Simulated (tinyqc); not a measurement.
Free and nearly free electrons in a metal: sweeps and comparisons. A value that a table varies takes the place of the one given here.

The cubic cell holds 4 atoms: n = 4 z/a^3, kF = (3 pi^2 n)^(1/3), EF = c kF^2/m, vF = 2 c kF/(m hbar), c = hbar^2/2m0; rs = (3/(4 pi n))^(1/3)/a0; D(EF) = 3 n/(2 EF).

Square wire of width w with grain size w: rho/rho0 = 1/(1 - 3 al/2 + 3 al^2 - 3 al^3 ln(1 + 1/al)) + (3/4) (1 - p) l/w, with al = (l/w) Rg/(1 - Rg) (Mayadas-Shatzkes plus the thick-wire form of Fuchs-Sondheimer); l = hbar kF/(n e^2 rho), e = 1.602176634e-19 C.

Constants: hbar^2/2m0 = 3.80998211 eV angstrom^2; hbar = 6.58211957e-16 eV s; a0 (Bohr radius) = 0.5291772105 angstrom.

Values chosen for the exercise (near those of Al; shifted at random, so the results belong to these values and not to a real crystal):
```
symbol  value  unit          meaning
a       4.035  angstrom      fcc lattice constant
z       3                    free electrons an atom
m       1      m0            mass
rho     2.85   micro-ohm cm  bulk resistivity
p       0                    specularity of the surfaces
Rg      0.31                 reflection at grain boundaries
w       14     nm            wire width
```

## Resistivity of narrow wires

Wires:
```
w (nm),al,grain term (factor - 1),surface term,rho (micro-ohm cm)
200,0.031,0.046,0.052,3.13
100,0.062,0.091,0.104,3.41
50,0.124,0.181,0.208,3.96
30,0.207,0.297,0.346,4.68
20,0.311,0.442,0.519,5.59
14,0.445,0.625,0.742,6.75
10,0.622,0.867,1.039,8.28
7,0.889,1.228,1.484,10.58
```

l = 13.85 nm

At 7 nm the resistivity is 3.71 times the bulk value; surfaces add more (1.23 from grains, 1.48 from surfaces). It passes twice the bulk value between 20 and 14 nm. The surface formula is meant for w above l = 14 nm, so the rows below that are rough.

## What sets the wire resistivity

All results formed anew. Each row changes one parameter from the base and keeps the others.

Results:
```
case,EF (eV),l (nm),wire rho (micro-ohm cm)
base,11.739,13.85,6.746
a = 4.156 angstrom,11.066,14.70,6.980
m = 1.2 m0,9.783,13.85,6.746
rho = 3.42 micro-ohm cm,11.739,11.54,7.324
p = 0.3,11.739,13.85,6.111
Rg = 0.217,11.739,13.85,6.077
w = 9.8 nm,11.739,13.85,8.392
```

The largest shifts from the base row, up to three for each result and ties (the steps differ in size, so this ranks the rows, not the parameters). EF (eV): m -1.957, a -0.674; unchanged at the printed digits by rho, p, Rg and w. l (nm): rho -2.31, a +0.84; unchanged at the printed digits by m, p, Rg and w. wire rho (micro-ohm cm): w +1.646, Rg -0.668, p -0.634; unchanged at the printed digits by m. The mass drops out of l at given rho, because vF falls and tau rises by the same factor.

tinyqc: `OMP_NUM_THREADS=1 python tinyqc.py 1681576 1681577 out.jsonl`; about 0.01 s, one thread, shared Intel(R) Xeon(R) Processor @ 2.30GHz.
